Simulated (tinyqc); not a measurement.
## Gated graphene, quantum capacitance: effect of the density of traps

phi is the Fermi level above the Dirac point, in volts; Vg is counted from the gate voltage of charge neutrality. Ideal linear bands, no charge puddles.

N0 = (2/pi)(kB T/(hbar vF))^2; n = N0 F1(phi/Vt), p = N0 F1(-phi/Vt), F1(e) = int_0^infinity u du/(1 + exp(u - e)) = -Li2(-exp(e)); Cq = q d(n - p)/dphi = (q N0/Vt) ln[2 (1 + cosh(phi/Vt))]. Cox = eps0 eox/tox; Vg = phi + q (n - p + Dit phi)/Cox. 1/C_G = 1/Cox + 1/(Cq + q Dit); dphi/dVg = Cox/(Cox + Cq + q Dit).

Values chosen for this exercise; values close to those of graphene: temperature T = 77 K; relative permittivity of the gate insulator (close to silicon dioxide) eox = 3.9; insulator thickness tox = 4.7 nm; Fermi velocity vF = 1.09e6 m/s; gate voltage Vg = -1.03 V.

Constants: q = 1.602176634e-19 C, kB = 1.380649e-23 J/K, hbar = 1.054571817e-34 J s, Vt = kB T/q, eps0 = 8.8541878128e-14 F/cm where lengths are in cm. Results are converted to the units shown.

The same in every row: Cox (uF/cm^2) = 0.7347.

Results:
```
Dit (cm^-2 eV^-1)	phi (V)	n - p (cm^-2)	Cq (uF/cm^2)	C_G (uF/cm^2)	dphi/dVg	n + p (cm^-2)
0	-0.2415	-3.616e12	4.786	0.6369	0.1331	3.616e12
1e11	-0.2408	-3.595e12	4.772	0.6370	0.1330	3.595e12
3e11	-0.2394	-3.554e12	4.744	0.6370	0.1329	3.554e12
2e12	-0.2279	-3.222e12	4.517	0.6378	0.1319	3.222e12
4e12	-0.2153	-2.875e12	4.266	0.6390	0.1302	2.875e12
1e13	-0.1823	-2.064e12	3.612	0.6440	0.1235	2.064e12
3e13	-0.1133	-8.033e11	2.246	0.6654	0.09435	8.033e11
```

Estimate the missing row, Dit = 7e11 cm^-2 eV^-1.

Computed row:
```
Dit (cm^-2 eV^-1)	phi (V)	n - p (cm^-2)	Cq (uF/cm^2)	C_G (uF/cm^2)	dphi/dVg	n + p (cm^-2)
7e11	-0.2367	-3.472e12	4.689	0.6372	0.1327	3.472e12
```

With this row back in the table: As Dit goes from 0 to 3e13, Cq falls from 4.79 to 2.25 uF/cm^2, C_G/Cox rises from 0.867 to 0.906 and n - p rises from -3.62e12 to -8.03e11 cm^-2. Cq exceeds Cox in every row, so the insulator is the tighter limit, though Cq still cuts C_G by up to 13 %.

tinyqc, about 0.01 s, one thread, Intel Xeon 2.30GHz (shared host): `OMP_NUM_THREADS=1 python tinyqc.py 2200146 2200147 out.jsonl`
